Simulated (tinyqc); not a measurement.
What moves the results: band offset of a heterojunction with an interface dipole (two-band chains, self-consistent charge). A value that a table varies takes the place of the one given here.

Sites alternate A, C. Left: A at -G1/2, C at +G1/2, hopping -t1; right: A at D - G2/2, C at D + G2/2, hopping -t2; the bonds across the two interfaces of a ring (C left to A right, C right to A left) have -sqrt(t1 t2). D is the offset of the mid-gaps, so Ev(right) - Ev(left) = D - (G2 - G1)/2 and Ec(right) - Ec(left) = D + (G2 - G1)/2. The closing bond has its sign reversed (antiperiodic ring). Half the levels are filled with two electrons each. The charge moved is q = (electrons on the left) less one a site; the mean over the two interfaces, q/2, is taken as the charge that crosses each, and its dipole opposes the offset: D = D0 - u q/2.

From here on the ring has 24 cells a side.

Inputs chosen for the exercise (gaps near those of Si and SiO2; the chains and D0 are free models, so the offsets are not those of the real pair; shifted at random, so the results belong to these values and not to a real crystal): G1 = 1.07 eV (gap on the left); G2 = 8.69 eV (gap on the right); t1 = 2.02 eV (hopping on the left); t2 = 1.61 eV (hopping on the right); u = 2.1 eV (potential step per electron moved across); D0 = -0.48 eV (mid-gap of the right side above that of the left, without dipole).

## Where the moved charge sits

D = -0.44870 eV

Electrons in cell k from an interface at the self-consistent D, less those at D = 0. Interface 1 joins C left to A right, interface 2 C right to A left. The decay lengths 1/(2 kappa a) are those of mid-gap states, cosh(kappa a) = 1 + G^2/(8 t^2).

Change of the electron count:
```
k,left of 1,right of 1,left of 2,right of 2
1,-0.00746,0.01336,-0.00918,0.01613
2,-0.00295,0.00014,-0.00351,0.00018
3,-0.00146,0.00000,-0.00171,0.00000
4,-0.00075,0.00000,-0.00088,0.00000
5,-0.00040,0.00000,-0.00047,0.00000
6,-0.00022,0.00000,-0.00025,0.00000
```

decay lengths (cells): left 1.893, right 0.226

Over six cells interface 1 moves -0.0132 electrons to the left side and +0.0135 to the right, interface 2 -0.0160 and +0.0163: each change is a dipole, and the two differ because the bonds join different sites. The first cells hold 78 % of it at interface 1. The tail is longer on the left, where the gap is smaller against the hopping: from k = 2 to 4 it falls by a factor 3.92, and pure mid-gap decay would give 2.88; the exponential carries a prefactor that falls as a power of the distance, so the first cells drop faster.

## Screening of the starting offset

chi = 0.065923 1/eV

D0 is varied; the self-consistent D is found by bisection. chi = dq/dD at D = 0; the linear rule is D = S D0 with S = 1/(1 + u chi/2). The gap of the junction closes (type III) at |D| = (G1 + G2)/2.

Against D0:
```
2 D0/(G1 + G2),D0 (eV),q at D0,D (eV),D/D0,linear (eV)
-0.85,-4.148,-0.5402,-3.7053,0.8933,-3.8795
-0.55,-2.684,-0.2353,-2.4668,0.9191,-2.5102
-0.30,-1.464,-0.1049,-1.3626,0.9307,-1.3692
-0.15,-0.732,-0.0493,-0.6838,0.9342,-0.6846
0.10,0.488,0.0325,0.4562,0.9348,0.4564
0.25,1.220,0.0852,1.1372,0.9321,1.1410
0.50,2.440,0.2035,2.2499,0.9221,2.2820
0.80,3.904,0.4713,3.5079,0.8985,3.6513
0.95,4.636,0.7104,4.0876,0.8817,4.3359
```

D/D0 lies between 0.882 and 0.935, against S = 0.935 from chi at D = 0; the linear rule misses by at most 248 meV. q is odd in D. Less than half of the starting offset is screened, so the natural line-up still counts most.

## Wider gaps screen less

G2 is varied. chi = (q(+0.01) - q(-0.01))/0.02 at D = 0, S = 1/(1 + u chi/2).

Against G2:
```
G2 (eV),chi (1/eV),S
0.7,0.60563,0.6113
1.1,0.49338,0.6587
1.5,0.41673,0.6956
2.3,0.31452,0.7517
3.4,0.22703,0.8075
5.5,0.13277,0.8777
7.0,0.09416,0.9100
9.0,0.06195,0.9389
```

chi falls from 0.6056 to 0.0619 1/eV, a factor 9.8, and S rises from 0.611 to 0.939: charge crosses through the tails of states that tunnel into the other gap, and these shorten as the gap widens. u is kept fixed, though a wider gap also screens less and would raise it.

## What each parameter does

Self-consistent D by bisection, q there, and the two offsets. Each row changes one parameter from the base and keeps the others.

Results:
```
case,D (eV),q,valence offset (eV),conduction offset (eV)
base,-0.4487,-0.0298,-4.2587,3.3613
G1 = 1.23 eV,-0.4492,-0.0294,-4.1792,3.2808
G2 = 9.993 eV,-0.4554,-0.0234,-4.9169,4.0061
t1 = 2.323 eV,-0.4476,-0.0309,-4.2576,3.3624
t2 = 1.851 eV,-0.4464,-0.0320,-4.2564,3.3636
D0 = -0.552 eV,-0.5159,-0.0344,-4.3259,3.2941
u = 2.415 eV,-0.4444,-0.0295,-4.2544,3.3656
```

The largest shifts from the base row, up to three for each result and ties (the steps differ in size, so this ranks the rows, not the parameters). D (eV): D0 -0.0672, G2 -0.0067, u +0.0043. q: G2 +0.0064, D0 -0.0046, t2 -0.0021. valence offset (eV): G2 -0.6582, G1 +0.0795, D0 -0.0672. conduction offset (eV): G2 +0.6448, G1 -0.0805, D0 -0.0672.

Program tinyqc; command `OMP_NUM_THREADS=1 python tinyqc.py 1481794 1481795 out.jsonl`; about 0.3 s on one thread of a shared Intel(R) Xeon(R) Processor @ 2.30GHz.
